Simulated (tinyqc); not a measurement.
Effective-mass impurity with a central-cell term, in a basis of Slater functions: one step, computed by the program tinyqc.

The envelope obeys H = -nabla^2 - (2/r) [Z + A exp(-kappa r)] in effective units, with kappa = a*/lambda; positive A deepens the well near the core.

Task: Generalised eigenproblem. (T + V + W) c = E S c with c^T S c = 1 and the largest component positive.

Inputs (values chosen for the exercise, for a model semiconductor): charge Z of the core = 1.

Impurity: acceptor, one isotropic band.

kinetic T (Ry*):
```
,1,2,3
1,0.0961,0.1745439,0.1981662
2,0.1745439,0.553536,1.005373
3,0.1981662,1.005373,3.188367
```

Coulomb V (Ry*):
```
,1,2,3
1,-0.62,-0.7976470,-0.7502258
2,-0.7976470,-1.488,-1.914353
3,-0.7502258,-1.914353,-3.5712
```

central cell W (Ry*):
```
,1,2,3
1,-0.02240095,-0.06730075,-0.1620579
2,-0.06730075,-0.2063928,-0.5152934
3,-0.1620579,-0.5152934,-1.374680
```

overlap S:
```
,1,2,3
1,1.000000,0.756781,0.358000
2,0.756781,1.000000,0.756781
3,0.358000,0.756781,1.000000
```

Give: two lowest levels; coefficients of the lowest state; <T>; <W>.

Result:

two lowest levels (Ry*): [-1.769, -0.304]

coefficients of the lowest state: [-0.0120, 0.1345, 0.8993]

<T> = 2.827 Ry*

<W> = -1.237 Ry*

Caution: the effective Bohr radius is only a few bond lengths, so the envelope approximation is rough.
